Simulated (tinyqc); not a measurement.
Inside a calculation. Model: two-diode model of a solar cell.

tinyqc, about 0.01 s, one thread, Intel Xeon 2.30GHz (shared host): `OMP_NUM_THREADS=1 python tinyqc.py 2280041 2280042 out.jsonl` Printed values are rounded.

J is the current delivered and Vj = V + J Rs the junction voltage. J = X JL - J01 (exp(Vj/(n1 Vt)) - 1) - J02 (exp(Vj/(2 Vt)) - 1) - Vj/Rp. The photocurrent does not depend on voltage.

Parameters, values chosen for the exercise; values of the order met in cells of germanium:
```
symbol,value,unit,meaning
T,298.15,K,temperature
JL,48.8,mA/cm^2,photocurrent at one sun
X,0.1,suns,concentration
J01,2.1e-6,A/cm^2,saturation current of the first diode
n1,1,,ideality factor of the first diode
Rs,0,ohm cm^2,series resistance
Rp,7000,ohm cm^2,shunt resistance
Pin,100,mW/cm^2,incident power at one sun
J02,2.2e-6,A/cm^2,saturation current of the second diode (ideality 2)
```

Constants: q = 1.602176634e-19 C, kB = 1.380649e-23 J/K, Vt = kB T/q. Results are converted to the units shown.

## Starting value

Vj = 0.18 V.

Vj at the start = 0.18 V

## Iteration 1: new Vj

Maximum power: dP/dVj = f = J (1 + 2 Rs G) - G Vj = 0. G = -dJ/dVj = J01 exp(Vj/(n1 Vt))/(n1 Vt) + J02 exp(Vj/(2 Vt))/(2 Vt) + 1/Rp. H = dG/dVj; f' = -2 G - 2 Rs G^2 + (2 Rs J - Vj) H; Vj(new) = Vj - f/f'.

J = 2.46893 mA/cm^2
G = 0.0917306 S/cm^2
H = 3.53708 S/(cm^2 V)
f = -14.0426 mA/cm^2
f' = -0.820136 S/cm^2
Vj after iteration 1 = 0.162878 V

## Iteration 2: new Vj

As before.

J = 3.61901 mA/cm^2
G = 0.0474655 S/cm^2
H = 1.82205 S/(cm^2 V)
f = -4.11207 mA/cm^2
f' = -0.391702 S/cm^2
Vj after iteration 2 = 0.152380 V

## Course of the iteration

Stop when the step is below 1e-10 V, or after 60 iterations.

Course of the iteration:
```
iteration  Vj before the step (V)   step (V)
1                            0.18    -0.0171
2                        0.162878    -0.0105
3                        0.152380   -3.25e-3
4                        0.149127   -2.53e-4
5                        0.148874   -1.40e-6
6                        0.148873  -4.26e-11
```

Converged in 6 iterations.

## Figures of merit

Jsc at V = 0, Voc at J = 0, the maximum power point where J (1 + 2 Rs G) = G Vj with G = -dJ/dVj; FF = Vmp Jmp/(Voc Jsc); efficiency Vmp Jmp/(X Pin). Empirical fill factor without parasitics FF0 = (v - ln(v + 0.72))/(v + 1), v = Voc/(n1 Vt).

Jsc = 4.88 mA/cm^2
Voc = 0.198456 V
Vmp = 0.148873 V
Jmp = 4.13342 mA/cm^2
FF = 0.635391
efficiency = 6.15353 %
FF0 = 0.640830

FF is 0.85 % below FF0. Removing one loss at a time changes the efficiency by: second diode +0.06, shunt +0.03 points.
